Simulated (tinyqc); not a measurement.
Tight binding, dimerised chain, step by step. One step of it, computed by the program tinyqc.

Problem. Bloch Hamiltonian at X. H_AA = +delta, H_BB = -delta, H_AB = -t1 - t2 exp(-i k a).

Parameters chosen for this model:
```
parameter,value,unit
t1,0.510000,"eV, inside the cell"
t2,0.790000,"eV, between cells"
delta,0,"eV, +/- on the two sites"
```

k point X (2 pi / a): 0.500000

Give: H(k) at X.

Solution.

H(k) at X (eV):
```
,A,B
A,0.0000,0.2800
B,0.2800,0.0000
```
